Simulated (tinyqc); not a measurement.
Energy and delay of logic against supply voltage: one step of the calculation.

One expression serves below and above threshold: I(Vg) = Ik [ln(1 + exp((Vg - VT + dd V)/(al nf Vt)))]^al, with I_on = I(V) and I_off = I(0). Gate delay td = kd C V/I_on, clock period LD td. Per gate and cycle the switching energy is act C V^2 and the leakage energy I_off V LD td. No short-circuit current, no variation. Minima are sought above 0.09 V; below a few Vt gates no longer switch and the model has no meaning.

Problem. New V. Minimum-energy supply: E(V) is the energy per gate and cycle; with h = 0.001 V, E' = (E(V + h) - E(V - h))/(2 h), E'' = (E(V - h) - 2 E(V) + E(V + h))/h^2, V(new) = V - E'/E''.

Inputs (values chosen for the exercise); values of the order met in logic technologies:

| symbol | value | unit | meaning |
|---|---|---|---|
| T | 250 | K | temperature |
| VT | 0.4 | V | threshold voltage at zero drain bias |
| nf | 1.41 |  | slope factor |
| dd | 0.07 |  | barrier lowering per volt of supply |
| Ik | 1.1 | uA | specific current of a gate |
| al | 1.76 |  | exponent of the current law |
| C | 0.47 | fF | load capacitance of a gate |
| kd | 0.9 |  | delay factor |
| LD | 16 |  | logic depth |
| act | 0.1 |  | activity factor |

Constants: q = 1.602176634e-19 C, kB = 1.380649e-23 J/K, Vt = kB T/q. Results are converted to the units shown.

V after iteration 1 = 0.15737754 V

Find: E'; E''; V after iteration 2.

Solution.

E' = -4.2482 aJ/V
E'' = 401.89 aJ/V^2
V after iteration 2 = 0.16795 V

Numbers from tinyqc (`OMP_NUM_THREADS=1 python tinyqc.py 2082055 2082056 out.jsonl`; about 0.01 s on one thread of a shared Intel Xeon 2.30GHz).
